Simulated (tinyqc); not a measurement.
Inside a calculation. Method: MP2 on RHF in the 6-31g basis, for H4, spin multiplicity 1. One step of it, computed by the program tinyqc.

Task: Second-order Moller-Plesset energy. E2 = sum_ijab (ia|jb) [2 (ia|jb) - (ib|ja)] / (e_i + e_j - e_a - e_b) over occupied i, j and virtual a, b; the opposite-spin part is (ia|jb)^2 / denominator, the rest is same-spin, and SCS-MP2 scales them by 6/5 and 1/3.

orbital energies (hartree): MO1 -0.701182, MO2 -0.488775, MO3 0.195496, MO4 0.409310, MO5 0.804212, MO6 1.084353, MO7 1.301152, MO8 1.471071

Two-electron integrals over orbitals (pq|rs), unique and non-zero (hartree):
```
(11|11) 0.504056    (21|21) 0.169257    (22|11) 0.455464    (22|22) 0.453065
(31|11) -0.068289   (31|22) -0.013205   (31|31) 0.067296    (32|21) 0.064879
(32|32) 0.066407    (33|11) 0.376191    (33|22) 0.364003    (33|31) -0.015853
(33|33) 0.337911    (41|21) 0.045405    (41|32) -0.013190   (41|41) 0.035159
(42|11) 0.085927    (42|22) 0.056534    (42|31) -0.041373   (42|33) 0.022417
(42|42) 0.045930    (43|21) -0.084616   (43|32) -0.056519   (43|41) -0.001285
(43|43) 0.089647    (44|11) 0.324827    (44|22) 0.322575    (44|31) -0.003371
(44|33) 0.306660    (44|42) 0.009975    (44|44) 0.299961    (51|11) 0.077951
(51|22) 0.080513    (51|31) -0.001040   (51|33) 0.041145    (51|42) 0.022548
(51|44) 0.032908    (51|51) 0.050727    (52|21) 0.075239    (52|32) 0.025500
(52|41) 0.024577    (52|43) -0.020548   (52|52) 0.056056    (53|11) 0.025081
(53|22) 0.029590    (53|31) 0.003178    (53|33) 0.014416    (53|42) 0.006602
(53|44) 0.000848    (53|51) 0.005179    (53|53) 0.019034    (54|21) 0.046577
(54|32) 0.019681    (54|41) 0.009981    (54|43) -0.035504   (54|52) 0.020662
(54|54) 0.022128    (55|11) 0.410662    (55|22) 0.393543    (55|31) -0.029213
(55|33) 0.328702    (55|42) 0.054060    (55|44) 0.289965    (55|51) 0.054489
(55|53) 0.029015    (55|55) 0.368706    (61|21) -0.047238   (61|32) -0.023064
(61|41) -0.010486   (61|43) 0.015475    (61|52) -0.042048   (61|54) -0.015036
(61|61) 0.035026    (62|11) -0.058340   (62|22) -0.074313   (62|31) -0.016273
(62|33) -0.040819   (62|42) -0.008297   (62|44) -0.029958   (62|51) -0.046127
(62|53) -0.014579   (62|55) -0.050438   (62|62) 0.053963    (63|21) -0.032180
(63|32) -0.023744   (63|41) -0.001566   (63|43) 0.013164    (63|52) -0.022884
(63|54) -0.003549   (63|61) 0.018729    (63|63) 0.019607    (64|11) -0.006304
(64|22) -0.006767   (64|31) 0.000061    (64|33) -0.000508   (64|42) -0.003624
(64|44) -0.002733   (64|51) -0.010681   (64|53) 0.004240    (64|55) -0.003207
(64|62) 0.007245    (64|64) 0.006055    (65|21) -0.129559   (65|32) -0.062451
(65|41) -0.026277   (65|43) 0.066950    (65|52) -0.057390   (65|54) -0.033368
(65|61) 0.037762    (65|63) 0.031356    (65|65) 0.116653    (66|11) 0.392834
(66|22) 0.396319    (66|31) -0.004189   (66|33) 0.326844    (66|42) 0.040450
(66|44) 0.286954    (66|51) 0.054193    (66|53) 0.033780    (66|55) 0.364282
(66|62) -0.057291   (66|64) -0.001146   (66|66) 0.375795    (71|11) 0.045351
(71|22) 0.000912    (71|31) -0.052411   (71|33) 0.011845    (71|42) 0.026828
(71|44) 0.013819    (71|51) 0.007529    (71|53) -0.021230   (71|55) 0.005849
(71|62) 0.015686    (71|64) -0.005851   (71|66) -0.018099   (71|71) 0.064230
(72|21) -0.036826   (72|32) -0.043813   (72|41) 0.008870    (72|43) 0.010861
(72|52) -0.026253   (72|54) -0.000397   (72|61) 0.022852    (72|63) 0.027867
(72|65) 0.045395    (72|72) 0.054234    (73|11) -0.104592   (73|22) -0.091248
(73|31) 0.019807    (73|33) -0.054424   (73|42) -0.032265   (73|44) -0.030056
(73|51) -0.043129   (73|53) -0.011579   (73|55) -0.071004   (73|62) 0.037264
(73|64) 0.005127    (73|66) -0.069862   (73|71) -0.013891   (73|73) 0.053389
(74|21) -0.000945   (74|32) -0.028928   (74|41) 0.021684    (74|43) 0.028618
(74|52) 0.010991    (74|54) -0.005819   (74|61) -0.004914   (74|63) 0.003987
(74|65) 0.010875    (74|72) 0.015324    (74|74) 0.033283    (75|11) 0.036471
(75|22) -0.011854   (75|31) -0.058936   (75|33) -0.001702   (75|42) 0.031832
(75|44) -0.004260   (75|51) -0.012493   (75|53) -0.011904   (75|55) 0.008452
(75|62) 0.033264    (75|64) 0.001356    (75|66) -0.019275   (75|71) 0.055124
(75|73) -0.002449   (75|75) 0.071653    (76|21) 0.057256    (76|32) 0.053019
(76|41) -0.005126   (76|43) -0.029701   (76|52) 0.038851    (76|54) 0.012741
(76|61) -0.033956   (76|63) -0.030360   (76|65) -0.060197   (76|72) -0.053415
(76|74) -0.017131   (76|76) 0.063731    (77|11) 0.451698    (77|22) 0.427061
(77|31) -0.037069   (77|33) 0.359332    (77|42) 0.060085    (77|44) 0.316056
(77|51) 0.082627    (77|53) 0.024554    (77|55) 0.388075    (77|62) -0.075028
(77|64) -0.009117   (77|66) 0.380420    (77|71) 0.025055    (77|73) -0.097558
(77|75) 0.006234    (77|77) 0.439470    (81|21) -0.022529   (81|32) 0.036454
(81|41) -0.036460   (81|43) 0.007729    (81|52) -0.008476   (81|54) -0.015175
(81|61) -0.000627   (81|63) -0.016911   (81|65) -0.003871   (81|72) -0.049315
(81|74) -0.029761   (81|76) 0.039484    (81|81) 0.074769    (82|11) -0.044941
(82|22) 0.002380    (82|31) 0.057541    (82|33) -0.004983   (82|42) -0.032832
(82|44) -0.010945   (82|51) -0.004701   (82|53) 0.019681    (82|55) -0.007340
(82|62) -0.019367   (82|64) 0.005371    (82|66) 0.021186    (82|71) -0.065268
(82|73) 0.009006    (82|75) -0.062695   (82|77) -0.020200   (82|82) 0.071844
(83|21) 0.079302    (83|32) 0.018726    (83|41) 0.030565    (83|43) -0.025248
(83|52) 0.044811    (83|54) 0.018068    (83|61) -0.029576   (83|63) -0.016661
(83|65) -0.058413   (83|72) -0.014350   (83|74) 0.018681    (83|76) 0.024854
(83|81) -0.023302   (83|83) 0.052304    (84|11) -0.106582   (84|22) -0.073739
(84|31) 0.043790    (84|33) -0.045155   (84|42) -0.043223   (84|44) -0.025788
(84|51) -0.030589   (84|53) -0.002780   (84|55) -0.064659   (84|62) 0.014654
(84|64) 0.004690    (84|66) -0.049685   (84|71) -0.038888   (84|73) 0.044160
(84|75) -0.037173   (84|77) -0.083735   (84|82) 0.040455    (84|84) 0.056571
(85|21) 0.002025    (85|32) 0.038902    (85|41) -0.025435   (85|43) -0.009166
(85|52) 0.006868    (85|54) -0.003981   (85|61) -0.012168   (85|63) -0.021111
(85|65) -0.017940   (85|72) -0.046124   (85|74) -0.027126   (85|76) 0.046371
(85|81) 0.057238    (85|83) -0.008547   (85|85) 0.053656    (86|11) 0.002712
(86|22) -0.028849   (86|31) -0.037760   (86|33) -0.015466   (86|42) 0.016627
(86|44) -0.007949   (86|51) -0.014906   (86|53) -0.017753   (86|55) -0.013787
(86|62) 0.033545    (86|64) -0.000684   (86|66) -0.033475   (86|71) 0.043831
(86|73) 0.009249    (86|75) 0.053200    (86|77) -0.018711   (86|82) -0.049089
(86|84) -0.019043   (86|86) 0.045803    (87|21) -0.163346   (87|32) -0.054560
(87|41) -0.048851   (87|43) 0.087400    (87|52) -0.083363   (87|54) -0.052758
(87|61) 0.057660    (87|63) 0.030164    (87|65) 0.126005    (87|72) 0.022590
(87|74) -0.009139   (87|76) -0.052424   (87|81) 0.045604    (87|83) -0.088624
(87|85) 0.011312    (87|87) 0.190275    (88|11) 0.517513    (88|22) 0.466410
(88|31) -0.071498   (88|33) 0.383735    (88|42) 0.090165    (88|44) 0.337637
(88|51) 0.104398    (88|53) 0.014978    (88|55) 0.419094    (88|62) -0.078728
(88|64) -0.015017   (88|66) 0.396377    (88|71) 0.067629    (88|73) -0.123252
(88|75) 0.041933    (88|77) 0.488431    (88|82) -0.064815   (88|84) -0.124860
(88|86) 0.007410    (88|88) 0.577193
```

Hartree-Fock energy = -2.21271797 hartree

Give: Terms; Pair energies; MP2 correlation energy; SCS-MP2 correlation energy; MP2 total energy.

Result:

Terms (the 40 largest of 72):
```
i  j  a  b  (ia|jb)  (ib|ja)  denominator       term
2  2  3  3   0.0664   0.0664      -1.3685    -0.0032
1  1  3  3   0.0673   0.0673      -1.7934    -0.0025
1  2  3  4  -0.0414  -0.0132      -1.7948    -0.0016
2  1  4  3  -0.0414  -0.0132      -1.7948    -0.0016
2  1  8  3   0.0575   0.0365      -2.8565    -0.0016
1  2  3  8   0.0575   0.0365      -2.8565    -0.0016
1  2  7  8  -0.0653  -0.0493      -3.9622    -0.0013
2  1  8  7  -0.0653  -0.0493      -3.9622    -0.0013
2  2  8  8   0.0718   0.0718      -3.9197    -0.0013
1  1  8  8   0.0748   0.0748      -4.3445    -0.0013
2  2  5  5   0.0561   0.0561      -2.5860    -0.0012
2  2  4  4   0.0459   0.0459      -1.7962    -0.0012
1  1  7  7   0.0642   0.0642      -4.0047    -0.0010
1  1  7  3  -0.0524  -0.0524      -2.8990    -0.0009
1  1  3  7  -0.0524  -0.0524      -2.8990    -0.0009
2  2  6  6   0.0540   0.0540      -3.1463    -0.0009
1  1  5  5   0.0507   0.0507      -3.0108    -0.0009
2  2  7  7   0.0542   0.0542      -3.5799    -0.0008
2  2  3  7  -0.0438  -0.0438      -2.4742    -0.0008
2  2  7  3  -0.0438  -0.0438      -2.4742    -0.0008
2  1  6  5  -0.0461  -0.0420      -3.0785    -0.0008
1  2  5  6  -0.0461  -0.0420      -3.0785    -0.0008
1  1  4  4   0.0352   0.0352      -2.2210    -0.0006
1  2  6  5  -0.0420  -0.0461      -3.0785    -0.0005
2  1  5  6  -0.0420  -0.0461      -3.0785    -0.0005
1  2  8  7  -0.0493  -0.0653      -3.9622  -4.15e-04
2  1  7  8  -0.0493  -0.0653      -3.9622  -4.15e-04
1  2  7  4   0.0268   0.0089      -2.9004  -4.14e-04
2  1  4  7   0.0268   0.0089      -2.9004  -4.14e-04
1  1  8  4  -0.0365  -0.0365      -3.2827  -4.05e-04
1  1  4  8  -0.0365  -0.0365      -3.2827  -4.05e-04
2  2  8  4  -0.0328  -0.0328      -2.8579  -3.77e-04
2  2  4  8  -0.0328  -0.0328      -2.8579  -3.77e-04
1  1  6  6   0.0350   0.0350      -3.5711  -3.44e-04
2  2  3  5   0.0255   0.0255      -1.9773  -3.29e-04
2  2  5  3   0.0255   0.0255      -1.9773  -3.29e-04
2  1  3  6  -0.0231  -0.0163      -2.4698  -2.79e-04
1  2  6  3  -0.0231  -0.0163      -2.4698  -2.79e-04
2  1  5  4   0.0246   0.0225      -2.4035  -2.72e-04
1  2  4  5   0.0246   0.0225      -2.4035  -2.72e-04
```

Pair energies (hartree; pair i-j sums ij and ji):
```
pair  opposite spin  same spin
1-1         -0.0094          0
2-1         -0.0139    -0.0016
2-2         -0.0124          0
```

MP2 correlation energy = -0.037266 hartree

SCS-MP2 correlation energy = -0.043302 hartree

MP2 total energy = -2.249984 hartree
